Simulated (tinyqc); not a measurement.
Substrate current against gate voltage: lateral field, substrate current, probability of reaching the oxide barrier and hot-carrier lifetime of a silicon transistor (pseudo-two-dimensional and lucky-electron models). Computed by tinyqc, a small Python program. Command: `OMP_NUM_THREADS=1 python tinyqc.py 3029338 3029339 out.jsonl hotcar walk`. One thread of a shared host (Intel(R) Xeon(R) Processor @ 2.30GHz), about 0.01 s of CPU time with the checks.

Local-field models: a lucky carrier gains its energy at the peak field over a path free of collisions. Voltages are magnitudes.

Inputs (values chosen for the exercise, modelled on a silicon n-channel): channel length L = 320 nm; oxide thickness t = 5.9 nm; junction depth x_j = 53 nm; mobility mu = 410 cm^2/(V s); saturation velocity v_s = 0.89 1e7 cm/s; threshold voltage V_T = 0.53 V; drain voltage V_D = 2.1 V; ionisation prefactor A_i = 2.2e+06 1/cm; ionisation field B_i = 1.77 MV/cm; hot-carrier mean free path lambda = 7.2 nm; oxide barrier phi_b = 3.1 eV; interface-trap threshold phi_it = 3.7 eV; lifetime constant H = 30 s microampere/micrometre.

Drain: abrupt.

Constants: eps_0 = 8.8541878128e-12 F/m.

Method:
- C_ox = 3.9 eps_0/t; F_sat = 2 v_s/mu; V_Dsat = V_ov F_sat L/(V_ov + F_sat L), V_ov = V_G - V_T; I_D/W = C_ox v_s (V_ov - V_Dsat).
- Scale length l = 0.22 t^(1/3) x_j^(1/2) (all in cm); F_m = sqrt(((V_D - V_Dsat)/l_e)^2 + F_sat^2), with l_e = l; length of the velocity-saturated region l_e ln((V_D - V_Dsat)/(l_e F_sat) + F_m/F_sat).
- Substrate current I_sub/I_D = (A_i/B_i)(V_D - V_Dsat) exp(-B_i/F_m); probability of reaching the oxide barrier exp(-phi_b/(e lambda F_m)); lifetime tau = (H/(I_D/W)) exp(phi_it/(e lambda F_m)).

At the given drain voltage:
```
V_G (V)  V_Dsat (V)  I_D/W (microampere/micrometre)  F_m (kV/cm)  I_sub/W (microampere/micrometre)     tau (s)
0.62        0.08452                            2.85       476.44                            0.1740  5.0841e+05
0.71        0.15935                           10.75       458.90                            0.5482  2.0363e+05
0.85        0.26009                           31.21       435.30                            1.2234  1.2879e+05
1.00        0.35119                           61.89       413.97                            1.8702  1.1933e+05
1.20        0.45201                          113.55       390.37                            2.4971  1.3773e+05
1.50        0.57119                          207.74       362.50                            2.9908  2.0711e+05
1.80        0.66348                          315.93       340.94                            3.1386  3.3376e+05
2.00        0.71425                          393.67       329.09                            3.1294  4.6090e+05
2.30        0.77835                          516.55       314.14                            3.0318  7.3857e+05
```

What follows from these numbers?

I_sub peaks at V_G = 1.8 V, 0.86 V_D: a higher gate voltage brings more carriers but raises V_Dsat and so lowers F_m. The shortest lifetime among the rows lies at V_G = 1 V, below that of the largest I_sub, since tau depends more steeply on the field.

Extremes, crossings and ranges named in words are read from the listed rows.
